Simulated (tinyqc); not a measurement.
Worked calculation: gated graphene: carriers, quantum capacitance and optical conductivity. Values are carried at full precision from step to step, so a last printed digit may differ when a step is redone from the rounded ones.

Cones E = +/- hv |k|, four flavours, D(E) = 2|E|/(pi hv^2). n = (2/pi)(kT/hv)^2 F_1(mu/kT), p = (2/pi)(kT/hv)^2 F_1(-mu/kT), in 1/angstrom^2 (1e16 for 1/cm^2); F_1(eta) = integral_0^infinity x dx/(1 + exp(x - eta)). Cq/e^2 = d(n - p)/d mu = (2 kT/(pi hv^2)) ln(2 + 2 cosh(mu/kT)).

Gate: V = mu/e + e (n - p)/Cox with Cox/e^2 = k/(4 pi e2 t), t in angstrom, e2 = e^2/(4 pi eps0); 1/(eV angstrom^2) in C/e^2 equals 1602.176634 microfarad/cm^2; total 1/C = 1/Cox + 1/Cq.

Constants: kB = 8.617333262e-05 eV/K; e^2/(4 pi eps0) = 14.39964547 eV angstrom; fine-structure constant alpha = 0.007297352564.

Values chosen for the exercise (Fermi velocity near that of graphene, gate dielectric near SiO2; the results hold for these values, not for the real material): hv = 6.66 eV angstrom (hbar vF); T = 300 K; k = 3.91 (dielectric constant of the gate layer); t = 10 nm (its thickness); V = -2.61 V (gate voltage from the neutrality point); E = 0.946 eV (photon energy); Gm = 10 meV (intraband damping).

## Chemical potential at the gate voltage

Solve the gate equation for mu.

Cox = 0.3462 microfarad/cm^2
mu = -0.2617 eV
n = 3.84e+06 1/cm^2
p = 5.07e+12 1/cm^2

mu takes 10.0 % of the gate voltage; the zero-temperature rule |mu| = hv sqrt(pi |n - p|) gives 0.2659 eV.

## Quantum capacitance

1/(eV angstrom^2) in C/e^2 equals 1602.176634 microfarad/cm^2; 1/C = 1/Cox + 1/Cq.

Cq = 6.019 microfarad/cm^2
C = 0.3274 microfarad/cm^2
Cq at mu = 0 = 0.8241 microfarad/cm^2

C is 0.946 of Cox.

## Optical conductivity at one energy

Conductivity over sigma0 = e^2/(4 hbar): interband Re = sinh(E/2kT)/(cosh(mu/kT) + cosh(E/2kT)); intraband Re = (8 kT/pi) ln(2 cosh(mu/2kT)) Gm/(E^2 + Gm^2). A free sheet absorbs about pi alpha_f Re(sigma/sigma0), alpha_f the fine-structure constant (alpha among the constants).

Evaluate both parts and the absorption.

interband = 0.9997
intraband = 0.0037
absorption = 2.300 %

E is above 2|mu| = 0.5235 eV; at this temperature interband transitions are mostly open; the universal value is pi alpha_f = 2.293 %.

## Checks

- Cq/e^2 against the finite difference of n - p (1/(eV angstrom^2)): both 0.003757.

Run: tinyqc, `OMP_NUM_THREADS=1 python tinyqc.py 1682234 1682235 out.jsonl`; Intel(R) Xeon(R) Processor @ 2.30GHz, one thread, shared host; about 0.01 s of CPU time with all checks.
